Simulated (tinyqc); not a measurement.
Binding against well width: donor or exciton in a quantum well (variational effective-mass method). Computed by tinyqc, a small Python program. Command: `OMP_NUM_THREADS=1 python tinyqc.py 3028440 3028441 out.jsonl welldonor walk`. One thread of a shared host (Intel(R) Xeon(R) Processor @ 2.30GHz), about 0.03 s of CPU time with the checks.

Electron and hole in their lowest subbands f(z) = cos(pi z/L); relative in-plane motion exp(-rho/lambda) (separable trial function), H = -nabla_rho^2 - 2/sqrt(rho^2 + (z_e - z_h)^2) in effective units. Mass and screening are the same in well and barrier; l = L/a* is the width in effective units. Bands are flat: no polarisation or applied field.

Inputs (values chosen for the exercise, modelled on ZnO):
```
quantity,value,unit
electron mass m,0.271,m_0
dielectric constant eps,8,-
well width L,5.2,nm
in-plane hole mass m_h,0.343,m_0
```

Centre: exciton. Barriers: infinite.

Constants: Ry = 13.605693123 eV; a_0 = 0.529177210903 angstrom; hbar^2/(2 m_0) = 3.80998212 eV angstrom^2.

Method:
- mu = m m_h/(m + m_h) takes the place of m; Ry* = Ry m/eps^2, a* = a_0 eps/m; l = L/a*.
- k = pi/l; f = cos(k z) inside and zero outside.
- Binding E_b(lambda) = -1/lambda^2 + (8/lambda^2) int_0^l P(z) g(z) dz, with P(z) = (2/l) [(1 - z/l)(1 + cos(2 pi z/l)/2) + (3/(4 pi)) sin(2 pi z/l)] the distribution of |z_e - z_h| and g(z) = int_z^infinity exp(-2 sqrt(r^2 - z^2)/lambda) dr = int_0^infinity exp(-2 rho/lambda) rho/sqrt(rho^2 + z^2) d rho; 40 Gauss-Legendre points in z and 40 in t with rho = lambda t/(1 - t).
- Each row maximises over lambda (golden section, 0.3 to 4).

a* = 2.79638 nm

Ry* = 32.1837 meV

Against width:
```
L (nm),lambda (a*),binding (Ry*),binding (meV)
0.78,0.6509,2.9886,96.185
1.60,0.7568,2.4906,80.156
2.90,0.8871,2.0375,65.576
5.20,1.0663,1.6003,51.503
9.40,1.3171,1.2004,38.633
17.00,1.6616,0.8658,27.866
```

What follows from these numbers?

The binding is largest in the narrowest well, 2.989 Ry* at 0.78 nm, on the way to 4. In the widest well it is 0.866 Ry*; below the bulk value, a fault of the separable form. In the narrow rows the confinement energy passes real barrier heights: infinite walls and a parabolic band fail, and with real barriers the binding peaks and falls.

Extremes, crossings and ranges named in words are read from the listed rows.
